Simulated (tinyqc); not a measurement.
Quantum limit of the contact resistance of a two-dimensional channel: one step of the calculation.

Parabolic band with gv valleys, C = hbar^2/(2 m0), eta = (EF - Ec)/(kB T). Landauer picture: each mode conducts 2 q^2/h, and the contacts and the channel add incoherently in series, 1/Tt - 1 = 2 (1/tc - 1) + L/lam for the total transmission Tt.

Problem. Resistances. RQ = (h/2q^2)/M for the whole device, R = RQ/Tt; the part of one contact is Rc = RQ (1/tc - 1/2) and the channel adds RQ L/lam.

Values chosen for this exercise:
```
symbol,value,unit,meaning
tc,0.49,,transmission of each contact
lam,35,nm,back-scattering length of the channel
L,140,nm,channel length
```

Constants: q = 1.602176634e-19 C, h = 6.62607015e-34 J s. Results are converted to the units shown.

M = 292.54222 1/um

Find: RQ; Rc; channel; R; Tt.

Solution.

RQ = 44.12 ohm um
Rc = 67.98 ohm um
channel = 176.5 ohm um
R = 312.4 ohm um
Tt = 0.1412

The two contacts make up 43.5 % of R.

Computed by the program tinyqc: `OMP_NUM_THREADS=1 python tinyqc.py 2760038 2760039 out.jsonl`, one thread of a shared Intel Xeon 2.30GHz, about 0.01 s for the whole run.
